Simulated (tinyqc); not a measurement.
Comparisons within one model: defect, radiative and Auger recombination at equal electron and hole densities (ABC model). A value that a table varies takes the place of the one given here.

J/(e d) = Ae n + B n^2 + C n^3 with Ae = A + 4 S/w (four side walls, carriers spread evenly), e = 1.602176634e-19 C, lengths in cm; internal efficiency IQE = B n^2/(Ae n + B n^2 + C n^3); all injected carriers recombine in the layer.

Values chosen for the exercise (orders of magnitude like those quoted for GaN; not measured data): A = 29000000 1/s (defect rate); B = 1.4e-12 cm^3/s (radiative coefficient); C = 4.8e-31 cm^6/s (Auger coefficient); S = 21 cm/s (recombination velocity of the side walls); w = 140 micrometre (side of the square mesa); d = 1.9 nm (active thickness); S2 = 2700 cm/s (recombination velocity of the side walls in this comparison); J = 260 A/cm^2 (current density).

## Efficiency against current

The slope is d ln(B n^2)/d ln J = 2 (Ae + B n + C n^2)/(Ae + 2 B n + 3 C n^2).

Results:

| J (A/cm^2) | n (1/cm^3) | IQE | slope | differential lifetime (ns) |
|---|---|---|---|---|
| 0.020 | 2.26e+16 | 0.00109 | 1.998 | 34.4 |
| 0.070 | 7.90e+16 | 0.00380 | 1.992 | 34.2 |
| 0.20 | 2.24e+17 | 0.0107 | 1.976 | 33.7 |
| 1.0 | 1.06e+18 | 0.0478 | 1.848 | 29.8 |
| 4.0 | 3.36e+18 | 0.120 | 1.432 | 18.3 |
| 20 | 8.59e+18 | 0.157 | 0.960 | 6.27 |
| 70 | 1.48e+19 | 0.134 | 0.802 | 2.59 |
| 2.0e+02 | 2.22e+19 | 0.105 | 0.741 | 1.25 |
| 1.0e+03 | 3.95e+19 | 0.0664 | 0.698 | 0.420 |
| 4.0e+03 | 6.37e+19 | 0.0432 | 0.683 | 0.165 |

What does this show?

IQE peaks at 0.158 for J = 16.3 A/cm^2, where the slope passes 1. It is 0.00109 at the lowest current and 0.0432 at the highest, a droop of 73 %. The slope runs from 2.00 to 0.68; its limits are 2 (defects alone), 1 (radiation alone) and 2/3 (Auger alone).

## Shrinking the mesa

S = S2; w takes the values listed.

Results:

| w (micrometre) | Ae (1/s) | IQE_max | J at the peak (A/cm^2) | IQE at J |
|---|---|---|---|---|
| 200 | 2.95e+07 | 0.157 | 16.7 | 0.0977 |
| 100 | 3.01e+07 | 0.156 | 17.2 | 0.0976 |
| 50 | 3.12e+07 | 0.153 | 18.1 | 0.0974 |
| 20 | 3.44e+07 | 0.147 | 20.8 | 0.0967 |
| 10 | 3.98e+07 | 0.138 | 25.6 | 0.0956 |
| 5 | 5.06e+07 | 0.124 | 36.1 | 0.0935 |
| 2 | 8.30e+07 | 0.0998 | 73.8 | 0.0871 |
| 1 | 1.37e+08 | 0.0795 | 153 | 0.0772 |

How do the results move?

The walls equal the bulk defect rate at w = 4 S/A = 3.72 micrometre. From 200 to 1 micrometre the peak efficiency falls from 0.157 to 0.0795 and moves to a current 9.15 times higher; at the fixed J the efficiency goes from 0.0977 to 0.0772. For large w diffusion to the walls, left out here, would limit the loss.

## Spreading the carriers over a thicker layer

d is multiplied by the factor listed, at the same J.

Results:

| factor | n (1/cm^3) | defect | radiative | Auger |
|---|---|---|---|---|
| 0.10 | 5.49e+19 | 0.0187 | 0.0495 | 0.932 |
| 0.20 | 4.32e+19 | 0.0294 | 0.0613 | 0.909 |
| 0.50 | 3.14e+19 | 0.0532 | 0.0806 | 0.866 |
| 1.0 | 2.44e+19 | 0.0830 | 0.0978 | 0.819 |
| 2.0 | 1.89e+19 | 0.128 | 0.117 | 0.755 |
| 5.0 | 1.31e+19 | 0.223 | 0.141 | 0.636 |
| 10 | 9.72e+18 | 0.330 | 0.155 | 0.515 |
| 20 | 6.92e+18 | 0.470 | 0.157 | 0.373 |

How do the results move?

The best factor listed is 20 (IQE 0.1571); the optimum factor equals J/J_peak = 15.9, a layer of 30.3 nm, since only J/d matters and the peak value 0.158 does not depend on d. A thicker layer trades Auger loss (0.932 to 0.373) for defect loss (0.0187 to 0.47).

## What moves the efficiency

IQE_max = Q/(Q + 2) with Q = B/sqrt(Ae C), reached at n = sqrt(Ae/C). Each row changes one parameter from the base and keeps the others.

Results:

| case | n (1/cm^3) | IQE | IQE_max | J at the peak (A/cm^2) |
|---|---|---|---|---|
| base | 2.443e+19 | 0.09781 | 0.1580 | 16.3 |
| A = 58000000 1/s | 2.369e+19 | 0.09199 | 0.1171 | 44.0 |
| B = 2.1e-12 cm^3/s | 2.400e+19 | 0.1416 | 0.2196 | 17.6 |
| C = 9.6e-31 cm^6/s | 1.977e+19 | 0.06408 | 0.1171 | 11.0 |
| d = 3.8 nm | 1.887e+19 | 0.1167 | 0.1580 | 32.6 |
| J = 780 A/cm^2 | 3.618e+19 | 0.07154 | 0.1580 | 16.3 |
| w = 70 micrometre | 2.443e+19 | 0.09781 | 0.1580 | 16.3 |

What can be read from the table?

The largest shifts from the base row, up to three for each result and ties (the steps differ in size, so this ranks the rows, not the parameters). n (1/cm^3): J +1.18e+19, d -5.56e+18, C -4.66e+18; unchanged at the printed digits by w. IQE: B +0.0438, C -0.0337, J -0.0263; unchanged at the printed digits by w. IQE_max: B +0.0616, C -0.0408, A -0.0408; unchanged at the printed digits by d, J and w. J at the peak (A/cm^2): A +27.7, d +16.3, C -5.31; unchanged at the printed digits by J and w.

Program tinyqc; command `OMP_NUM_THREADS=1 python tinyqc.py 1651110 1651111 out.jsonl`; about 0.01 s on one thread of a shared Intel(R) Xeon(R) Processor @ 2.30GHz.
